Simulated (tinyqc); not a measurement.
## Gap and mass from two generation rates

Question. In the two-band model the band-to-band tunnelling rate in a uniform field is G = A F^2 exp(-B/F), with B = pi sqrt(m/C) Eg^1.5/4 (V/nm), A = 1e21 (2 q/h) m Eg/(16 pi C B) for G in cm^-3 s^-1 and F in V/nm, C = hbar^2/(2 m0). Find B, A, Eg and m.

Constants: q = 1.602176634e-19 C, hbar = 1.054571817e-34 J s, h = 6.62607015e-34 J s, m0 = 9.1093837015e-31 kg, hbar^2/(2 m0) = 0.0380998212 eV nm^2. Results are converted to the units shown.

G at F = 0.021 and 0.036 V/nm (cm^-3 s^-1): 1.8046049e21  5.2733164e25

Solution. The slope of ln(G/F^2) against 1/F is -B and the intercept gives A. The product A B fixes m Eg, and B = (pi/4) Eg sqrt(m Eg/C) then gives Eg.

B = 0.464 V/nm
A = 1.61e34 cm^-3 s^-1 (V/nm)^-2
Eg = 0.671 eV
m = 0.0440 m0

Program tinyqc, `OMP_NUM_THREADS=1 python tinyqc.py 2620082 2620083 out.jsonl`; Intel Xeon 2.30GHz, shared host, one thread, about 0.01 s.
